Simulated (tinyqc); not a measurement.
Low-temperature mobility of a two-dimensional electron gas with static screening: one step, computed by the program tinyqc.

One subband is filled, the gas is degenerate and scatters at the Fermi circle; one permittivity serves on both sides of the interface. All formulas are in SI units, masses times m_0. Piezoelectric and polar phonons are left out, and n_s is taken as set by a gate, independent of N_i.

Problem. The integrands at a few angles. Form factors of a sheet of zero thickness: G(q) = 1, P(q) = exp(-q d). Dielectric function eps(q) = 1 + q_TF G(q)/q, with q = 2 k_F sin(theta/2). Roughness: <|U|^2> = (e F)^2 S(q), S = pi Delta^2 Lambda^2/(1 + q^2 Lambda^2/2)^(3/2). Remote charges: <|U|^2> = N_i [e^2 P(q)/(2 eps eps_0 q)]^2. The last two columns are (m/(pi hbar^3)) <|U|^2>/eps(q)^2.

Inputs (values chosen for the exercise, modelled on an InAs channel):
```
quantity,value,unit
in-plane mass m,0.0293,m_0
permittivity eps,15.2,-
roughness height Delta,0.68,nm
correlation length Lambda,1.9,nm
remote charge density N_i,9.5e+10,1/cm^2
distance d of the charges from the interface,32,nm
temperature T,77,K
```

Wave function: ideal sheet. Roughness spectrum: exponential.

k_F = 0.1120998 1/nm

q_TF = 0.07285392 1/nm

effective field F = 0.02333319 MV/cm

Constants: m_0 = 9.1093837015e-31 kg; hbar = 1.054571817e-34 J s; e = 1.602176634e-19 C; eps_0 = 8.8541878128e-12 F/m.

Give: Integrands (1e9/(s rad)).

Solution.

Integrands (1e9/(s rad)):
```
theta (degrees),q (1/nm),G,eps(q),roughness,remote charges
5,0.0098,1,8.450,0.074,4.902e+03
15,0.0293,1,3.490,0.435,9.224e+02
30,0.0580,1,2.256,1.034,8.910e+01
60,0.1121,1,1.650,1.886,1.401e+00
90,0.1585,1,1.460,2.332,4.586e-02
135,0.2071,1,1.352,2.598,1.396e-03
180,0.2242,1,1.325,2.655,4.161e-04
```

Caution: k_B T exceeds a quarter of E_F, so scattering at the Fermi circle alone and zero-temperature screening are rough.
